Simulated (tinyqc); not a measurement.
Thin film between two gates, subbands and threshold shift from confinement: two steps of the calculation.

Undoped body with a flat potential across it, hard walls, transport along x. Three valley pairs (g = 2 each) with the longitudinal mass along x, y or z. Non-parabolicity enters the subband edges through E (1 + al E) = gamma, so E = 2 gamma/(1 + sqrt(1 + 4 al gamma)); motion within a subband is taken as parabolic with the band-edge mass. Energies are counted from the bulk band edge.

Values chosen for this exercise; masses close to those of silicon:
- T = 400 K (temperature)
- ml = 0.927 m0 (longitudinal mass)
- mt = 0.192 m0 (transverse mass)
- al = 0.5 1/eV (non-parabolicity)
- t = 2.5 nm (film thickness (along z))
- dl = 0 nm (widening of the box by penetration into the insulator)

Constants: q = 1.602176634e-19 C, kB = 1.380649e-23 J/K, hbar = 1.054571817e-34 J s, m0 = 9.1093837015e-31 kg, Vt = kB T/q, hbar^2/(2 m0) = 0.0380998212 eV nm^2. Results are converted to the units shown.

Problem 1. Lowest subbands. gamma = C (pi k/(t + dl))^2/mz, C = hbar^2/(2 m0). List the 5 lowest, labelled by valley axis and quantum numbers, with degeneracy g and N_k: N_k = g sqrt(mx my) m0 kB T/(pi hbar^2).

Wanted: E_k; g; N_k.

Solution 1.

```
subband,E_k (eV),g,N_k (cm^-2)
z1,0.06292,2,5.529e12
z2,0.2326,2,5.529e12
x1,0.2754,2,1.215e13
y1,0.2754,2,1.215e13
z3,0.4725,2,5.529e12
```

Problem 2. Threshold shift. Each subband has N_k = g sqrt(mx my) m0 kB T/(pi hbar^2); without degeneracy n = exp(EF/Vt) sum N_k exp(-E_k/Vt). Classical value Nc times t, Nc = sum over valleys of 2 g (m m0 kB T/(2 pi hbar^2))^1.5 with m = (mx my mz)^(1/3). Threshold shift dVT = Vt ln(classical value/sum N_k exp(-E_k/Vt)). Use the subbands listed.

```
subband,E_k (eV),N_k (cm^-2)
z1,0.062923069,5.5291873e12
z2,0.23256716,5.5291873e12
x1,0.27542814,1.2149280e13
y1,0.27542814,1.2149280e13
z3,0.47249755,5.5291873e12
```

Find: shares; sum N_k exp(-E_k/Vt); Nc; classical value; dVT.

Solution 2.

shares, subband z1 to z3 (%): [98.37, 0.72, 0.45, 0.45, 0.00]
sum N_k exp(-E_k/Vt) = 9.057e11 cm^-2
Nc = 4.285e19 cm^-3
classical value = 1.071e13 cm^-2
dVT = 85.16 mV

Numbers from tinyqc (`OMP_NUM_THREADS=1 python tinyqc.py 2350148 2350149 out.jsonl`; about 0.1 s on one thread of a shared Intel Xeon 2.30GHz).
